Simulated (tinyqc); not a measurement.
# CMOS inverter, nodal equation and switching: effects of single changes

An n-channel pull-down (bn, VTn) and a p-channel pull-up (bp, VTp) share the input Vin and the output node Vout, which carries the load C. Transistor (EKV form, voltages against the body): I = 2 n b Vt^2 [F(vp - Vs) - F(vp - Vd)] from drain to source, F(v) = ln^2(1 + exp(v/(2 Vt))), vp = (Vg - VT + sg |Vd - Vs|)/n. n-channel bodies are at 0; for the p-channel device all voltages are counted down from Vdd. b in uA/V^2 gives I in uA. Static: In = Ip. Transient: C dVout/dt = Ip - In. No velocity saturation, no gate capacitance beyond C.

Parameters, values chosen for the exercise:
- T = 350 K (temperature)
- Vdd = 0.9 V (supply voltage)
- n = 1.19 (slope factor)
- sg = 0.067 (drain-induced barrier lowering)
- VTn = 0.26 V (n-channel threshold)
- VTp = 0.39 V (p-channel threshold (magnitude))
- bn = 570 uA/V^2 (gain factor of the pull-down transistor)
- bp = 570 uA/V^2 (gain factor of the pull-up transistor)
- C = 0.92 fF (load capacitance)

Constants: q = 1.602176634e-19 C, kB = 1.380649e-23 J/K, Vt = kB T/q. Results are converted to the units shown.

Each table varies one quantity; the others keep the values above.

## Energy per operation against supply voltage

For a step input the delay to Vdd/2 is tHL = C times the integral of dV/(In - Ip) from Vdd/2 to Vdd at Vin = Vdd, and tLH likewise with Ip - In from 0 to Vdd/2 at Vin = 0. A chain of 50 such gates sets the cycle time tc = 50 (tHL + tLH)/2; per gate and cycle the switching energy is 0.05 C Vdd^2 and the leakage energy Vdd Ileak tc, Ileak the mean supply current at Vin = 0 and Vdd.

Energy per operation against supply voltage:
```
Vdd (V),tc (ns),switching (aJ),leakage (aJ),total (aJ)
0.2,352.1,1.840,44.22,46.06
0.25,103.0,2.875,17.91,20.79
0.3,33.23,4.140,7.624,11.76
0.35,12.02,5.635,3.529,9.164
0.4,5.067,7.360,1.864,9.224
0.5,1.479,11.50,0.8166,12.32
0.6,0.7009,16.56,0.5577,17.12
0.8,0.3044,29.44,0.4649,29.90
1,0.1879,46.00,0.5156,46.52
```

The total energy goes from 46.1 through a minimum of 9.16 (at Vdd = 0.35 V among the rows listed) to 46.5 aJ, while the cycle time falls from 352 to 0.188 ns. Leakage makes up 96 % of the total in the first row and 1.1 % in the last. Below threshold the cycle lengthens exponentially and leakage flows for all of it, hence the minimum. Lower supplies are left out, since the output no longer swings to within 20 % of both rails. For Vdd = 0.8 to 1 V the overdrive passes 0.5 V, where velocity saturation, left out here, would lengthen the delays of short devices. For Vdd = 0.2 to 0.35 V the supply is below a threshold, where mismatch, left out here, dominates margins and delay.

## Effect of the drain-induced barrier lowering

Same model as above.

VM solves In = Ip with Vin = Vout; VIL and VIH are the inputs of gain -1, NML = VIL - Vout(VIH), NMH = Vout(VIL) - VIH.

Result of one run:
```
sg,VM (V),gain at VM,NML (V),NMH (V),tHL (ps),tLH (ps)
0.04,0.3875,-24.97,0.2898,0.4198,3.907,5.999
```

What becomes of these results when the drain-induced barrier lowering sg is changed from 0.04 to 0.13, all else the same?

Result of the changed run:
```
sg,VM (V),gain at VM,NML (V),NMH (V),tHL (ps),tLH (ps)
0.13,0.3925,-7.687,0.2402,0.3702,3.301,4.857
```

The whole series:
```
sg,VM (V),gain at VM,NML (V),NMH (V),tHL (ps),tLH (ps)
0.01,0.3856,-99.64,0.3063,0.4363,4.150,6.476
0.04,0.3875,-24.97,0.2898,0.4198,3.907,5.999
0.07,0.3893,-14.27,0.2732,0.4032,3.686,5.576
0.1,0.3909,-9.993,0.2567,0.3867,3.484,5.197
0.13,0.3925,-7.687,0.2402,0.3702,3.301,4.857
0.16,0.3940,-6.246,0.2239,0.3539,3.133,4.551
0.19,0.3954,-5.259,0.2077,0.3377,2.978,4.274
0.22,0.3967,-4.541,0.1916,0.3216,2.837,4.023
```

As sg goes from 0.01 to 0.22, VM rises from 0.386 to 0.397 V, the size of the gain falls from 99.6 to 4.54, tHL falls from 4.15 to 2.84 ps and tLH falls from 6.48 to 4.02 ps. The smaller margin is largest, 0.306 V, at sg = 0.01 among the rows. Barrier lowering gives both transistors an output conductance, which caps the gain. In every row the overdrive passes 0.5 V, where velocity saturation, left out here, would lengthen the delays of short devices.

Program tinyqc, `OMP_NUM_THREADS=1 python tinyqc.py 2340164 2340165 out.jsonl`; Intel Xeon 2.30GHz, shared host, one thread, about 0.04 s.
